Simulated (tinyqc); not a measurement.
Nudged elastic band on a two-dimensional model surface: one step, computed by the program tinyqc.

V(x, y) = h u^2 + t x + (kappa/2)(y + c u)^2 with u = x^2/w^2 - 1; the path runs from the minimum near (-w, 0) to that near (w, 0).

Problem. Iteration 2. Tangent at image i: towards the higher neighbour if the energies rise or fall through i; at a maximum or minimum, tau = t+ dmax + t- dmin if V(i+1) > V(i-1), else t+ dmin + t- dmax, with t+ = R(i+1) - R(i), t- = R(i) - R(i-1) and dmax, dmin the larger and smaller of |V(i+1) - V(i)| and |V(i-1) - V(i)|; then normalise. Force F = -grad V + (grad V.tau) tau + k_s (|t+| - |t-|) tau. Update R(new) = R + eta F; the end points stay fixed.

Inputs (values chosen for the exercise, for a model surface):

| quantity | value | unit |
|---|---|---|
| height h | 0.39 | eV |
| half width w | 0.91 | angstrom |
| transverse stiffness kappa | 5.7 | eV/angstrom^2 |
| curvature c | 0.38 | angstrom |
| tilt t | -0.024 | eV/angstrom |
| spring constant k_s | 3.8 | eV/angstrom^2 |
| step factor eta | 0.042 | angstrom^2/eV |

Surface: curved double well. Climbing image: off.

images after iteration 1 (angstrom):
```
                  x          y
image 1  -0.6433222  0.0480906
image 2  -0.3831676  0.0762740
image 3  -0.1230988  0.0897873
image 4   0.1368835  0.0885092
image 5   0.3967786  0.0723188
image 6   0.6565858  0.0410949
```

positions (angstrom):
```
                 x           y
start   -0.9035618   0.0053579
end      0.9163043  -0.0052834
saddle  -0.0127425   0.3799255
```

Give: unit tangents; forces; images after iteration 2.

Solution.

unit tangents:
```
               x         y
image 1  0.99418   0.10770
image 2  0.99865   0.05189
image 3  1.00000  -0.00180
image 4  0.99999  -0.00492
image 5  0.99807  -0.06218
image 6  0.99286  -0.11932
```

forces (eV/angstrom):
```
               x       y
image 1  -0.1067  0.9127
image 2  -0.0774  1.3974
image 3   0.0013  1.6139
image 4   0.0095  1.6148
image 5   0.0924  1.4059
image 6   0.1191  0.9222
```

images after iteration 2 (angstrom):
```
                x        y
image 1  -0.64780  0.08642
image 2  -0.38642  0.13497
image 3  -0.12305  0.15757
image 4   0.13728  0.15633
image 5   0.40066  0.13137
image 6   0.66159  0.07983
```
